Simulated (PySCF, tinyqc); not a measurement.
Inside a calculation. Method: CISD on RHF in the sto-6g basis, for H4, spin multiplicity 1. The lowest restricted solution is unstable here: a spin-polarised one lies 0.1751 hartree lower (PySCF). One step of it, computed by the program tinyqc.

Task: Iteration 11 (converged): orbitals. Diagonalise F' = X^T F X, C = X C', fill 2 alpha and 2 beta electrons from the bottom; D = 2 C_occ C_occ^T. Each column has its largest component positive (the first on a tie).

converged F (hartree):
```
           1H 1s      2H 1s      3H 1s      4H 1s
1H 1s  -0.127022  -0.246891  -0.044727   0.028053
2H 1s  -0.246891  -0.189543  -0.294263  -0.044727
3H 1s  -0.044727  -0.294263  -0.189543  -0.246891
4H 1s   0.028053  -0.044727  -0.246891  -0.127022
```

X:
```
           1H 1s      2H 1s      3H 1s      4H 1s
1H 1s   1.016710  -0.109918   0.016580  -0.001578
2H 1s  -0.109918   1.065484  -0.188746   0.016580
3H 1s   0.016580  -0.188746   1.065484  -0.109918
4H 1s  -0.001578   0.016580  -0.109918   1.016710
```

Give: F' = X^T F X; orbital energies; coefficients C; D after iteration 11.

Result:

F' = X^T F X (hartree):
```
         1        2        3        4
1  -0.0790  -0.2356   0.0225   0.0281
2  -0.2356  -0.0493  -0.2757   0.0225
3   0.0225  -0.2757  -0.0493  -0.2356
4   0.0281   0.0225  -0.2356  -0.0790
```

orbital energies (hartree): MO1 -0.4414, MO2 -0.2476, MO3 0.0654, MO4 0.3669

coefficients C:
```
          MO1      MO2      MO3      MO4
1H 1s  0.2860   0.5896   0.6617  -0.4229
2H 1s  0.5125   0.3456  -0.3550   0.8217
3H 1s  0.5125  -0.3456  -0.3550  -0.8217
4H 1s  0.2860  -0.5896   0.6617   0.4229
```

D after iteration 11:
```
         1H 1s    2H 1s    3H 1s    4H 1s
1H 1s   0.8588   0.7006  -0.1143  -0.5317
2H 1s   0.7006   0.7642   0.2866  -0.1143
3H 1s  -0.1143   0.2866   0.7642   0.7006
4H 1s  -0.5317  -0.1143   0.7006   0.8588
```
